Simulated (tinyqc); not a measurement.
Smearing for a one-band metal on the fcc lattice: one step. Levels on the mesh. Three cases, with inputs chosen for the exercise.

Problem. Evaluate the band and collect equal energies with their counts.

Lattice vectors (units of a): a1 = (0, 1/2, 1/2), a2 = (1/2, 0, 1/2), a3 = (1/2, 1/2, 0). E(k) = -t A_1(k) - t2 A_2(k), A_m the sum of cos(k . R) over the 12 nearest and 6 second lattice vectors. Mesh k = sum (j_i/N) b_i, j_i = 0 .. N-1.

Give: Distinct levels.

Case 1.

Values chosen: t = 0.34 eV (nearest hopping); t2 = -0.06 eV (second hopping); N = 4 (unshifted mesh).

Solution.

Distinct levels:
```
E_k (eV)  points
-3.7200        1
-2.0400        8
-1.2400        6
-0.3600        4
-0.1200       12
0.6800        24
1.4800         6
1.7200         3
```

8 distinct levels; the mean spacing is 0.777 eV.

Case 2.

Values chosen: t = 0.48 eV (nearest hopping); t2 = 0.02 eV (second hopping); N = 4 (unshifted mesh).

Solution.

Distinct levels:
```
E_k (eV)  points
-5.8800        1
-2.8800        8
-1.9600        6
0.0400        12
0.1200         4
0.9600        24
1.8000         3
1.8800         6
```

8 distinct levels; the mean spacing is 1.109 eV.

Case 3.

Values chosen: t = 0.92 eV (nearest hopping); t2 = 0.08 eV (second hopping); N = 6 (unshifted mesh).

Solution.

Distinct levels:
```
E_k (eV)  points
-11.5200       1
-8.5200        8
-7.6000        6
-4.6000       12
-2.7600       24
-2.5200        8
-0.2400        6
0.2400        24
0.4800         4
0.9200        24
1.1600        24
2.5200        24
2.7600        36
3.2000         3
3.4400        12
```

15 distinct levels; the mean spacing is 1.069 eV.

Computed by tinyqc, one run a case: `OMP_NUM_THREADS=1 python tinyqc.py N N+1 out.jsonl` with N = 1680567, 1680778, 1680992; one thread of a shared Intel(R) Xeon(R) Processor @ 2.30GHz, about 0.3 s a run at most.
